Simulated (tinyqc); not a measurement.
Semiconducting tubes compared: carbon nanotube by zone folding.

Circumference C = n a1 + m a2, a = sqrt3 acc; d = a sqrt(n^2 + nm + m^2)/pi; tan(theta) = sqrt3 m/(2n + m); dR = gcd(2n + m, 2m + n); T = t1 a1 + t2 a2 with t1 = (2m + n)/dR, t2 = -(2n + m)/dR, |T| = sqrt3 pi d/dR; N = 2 (n^2 + nm + m^2)/dR hexagons a cell. On cutting line mu = 0 to N - 1 at x = k|T|/(2 pi) the phases are p1 = 2 pi (-t2 mu + m x)/N, p2 = 2 pi (t1 mu - n x)/N, and E = -/+ t |1 + exp(i p1) + exp(i p2)|.

Values chosen for the exercise (out of a larger set: near those used for carbon; not measured data):
```
symbol  value                                                           unit      meaning
t       2.87                                                            eV        hopping
acc     1.42                                                            angstrom  bond length
tubes   ((7, 5), (14, 1), (15, 11), (14, 3), (14, 4), (11, 4), (7, 2))            pairs (n, m)
```

E11 and E22 are twice the two lowest band edges; the cone gives E11 d = 2 t acc and E22/E11 = 2.

Tubes:
```
(n,m)    d (angstrom)  theta (deg)  (n - m) mod 3  E11 (eV)  E22 (eV)  E11 d/(2 t acc)  E22/E11
(7,5)            8.17         24.5              2    1.0005    1.9260            1.003    1.925
(14,1)          11.37          3.4              1    0.7014    1.4867            0.979    2.120
(15,11)         17.70         24.9              1    0.4585    0.9237            0.995    2.015
(14,3)          12.30          9.5              2    0.6729    1.2748            1.016    1.894
(14,4)          12.82         12.2              1    0.6258    1.3031            0.984    2.082
(11,4)          10.53         14.9              1    0.7600    1.5832            0.982    2.083
(7,2)            6.41         12.2              2    1.3031    2.3514            1.025    1.804
```

E11 follows 1/d first. For mod 1 the scaled E11 lies below one (0.979 to 0.995) and E22/E11 above two (2.015 to 2.120). For mod 2 the scaled E11 lies above one (1.003 to 1.025) and E22/E11 below two (1.804 to 1.925). The largest departure of the scaled E11 is that of (7,2); warping acts as cos(3 theta)/d, most for thin tubes near zigzag. Below about 8 angstrom curvature, left out of zone folding, changes the gaps further.

tinyqc: `OMP_NUM_THREADS=1 python tinyqc.py 1451180 1451181 out.jsonl`; about 0.03 s, one thread, shared Intel(R) Xeon(R) Processor @ 2.30GHz.
